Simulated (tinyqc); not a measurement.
Raising U: Hubbard chain of 6 sites, mean field against exact. Computed by the program tinyqc. Collinear unrestricted mean field (the lowest of 40 random starts) against exact diagonalisation.

one-body matrix (hopping and site energies) (eV):
```
         1        2        3        4        5        6
1   0.0000  -1.9400   0.0000   0.0000   0.0000   0.0000
2  -1.9400   0.0000  -1.9400   0.0000   0.0000   0.0000
3   0.0000  -1.9400   0.0000  -1.9400   0.0000   0.0000
4   0.0000   0.0000  -1.9400   0.0000  -1.9400   0.0000
5   0.0000   0.0000   0.0000  -1.9400   0.0000  -1.9400
6   0.0000   0.0000   0.0000   0.0000  -1.9400   0.0000
```

electrons, up and down: 3  3

Exact and mean-field results (eV):
```
U            U/t     E exact  E mean field  mean |n_up - n_down|  double occupancy, exact  first gap in the sector
0.9700    0.5000  -12.170052    -12.101562                0.0000                   0.2265                   1.5369
1.9400    1.0000  -10.920053    -10.646562                0.0000                   0.2031                   1.3773
3.8800    2.0000   -8.819849     -7.851227                0.4041                   0.1584                   1.1224
5.8200    3.0000   -7.209171     -5.880395                0.6726                   0.1197                   0.9278
7.7600    4.0000   -5.999577     -4.602539                0.8030                   0.0896                   0.7781
11.6400   6.0000   -4.397420     -3.160629                0.9093                   0.0522                   0.5743
15.5200   8.0000   -3.430112     -2.394470                0.9485                   0.0329                   0.4491
38.8000  20.0000   -1.438491     -0.968058                0.9917                   0.0061                   0.1888
```

Estimate the missing row, U = 23.28.

Computed row:
```
U            U/t    E exact  E mean field  mean |n_up - n_down|  double occupancy, exact  first gap in the sector
23.2800  12.0000  -2.357868     -1.607655                0.9770                   0.0160                   0.3093
```

In absolute terms mean field is worst at U/t = 4.0, 1.397 eV too high: at small U it is nearly exact, and at large U it misses only exchange-scale energies. Its local moments set in at U/t = 2.0 of those listed, a broken symmetry that the exact state of a finite cluster with equal spins does not have. Relative to the exact energy its error is 0.6 % at the smallest U, 33 % at most and 33 % at the largest. The double occupancy falls from 0.226 to 0.006; at the largest U the first gap is 0.49 times the exchange scale 4t^2/U.
